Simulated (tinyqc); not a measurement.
# Narrowing from the saturation current

Question. A uniform n-type emitter has J0 = (q p0 D/L)(s + tanh(W/L))/(1 + s tanh(W/L)), D = mup Vt, s = S L/D, and p0 = (ni^2/N) exp(dE_app/kB T), where dE_app = dEg + kB T ln[(N/Nc) exp(-eta)]. Find p0, dE_app and dEg.

Parameters, values chosen for the exercise; band and dielectric values close to those of silicon:
```
symbol    value        unit                                     meaning
T           250           K                                 temperature
Nc      2.14e19       cm^-3  conduction-band density of states at 250 K
N        3.6e19       cm^-3                       ionised donor density
mup         140  cm^2/(V s)                      minority-hole mobility
W           110          nm                               emitter width
S          3100        cm/s       recombination velocity at the contact
```

Constants: q = 1.602176634e-19 C, kB = 1.380649e-23 J/K, Vt = kB T/q. Results are converted to the units shown.

J0 = 0.014006934 fA/cm^2
L = 1076.1140 nm
ni = 1.3576138e8 cm^-3
converged eta = 1.1015546

Solution. J0 gives p0, its ratio to ni^2/N gives dE_app, and the degeneracy term is taken off.

p0 = 0.01485 cm^-3
dE_app = 72.54 meV
dEg = 85.07 meV

Computed by the program tinyqc: `OMP_NUM_THREADS=1 python tinyqc.py 2330111 2330112 out.jsonl`, one thread of a shared Intel Xeon 2.30GHz, about 0.01 s for the whole run.
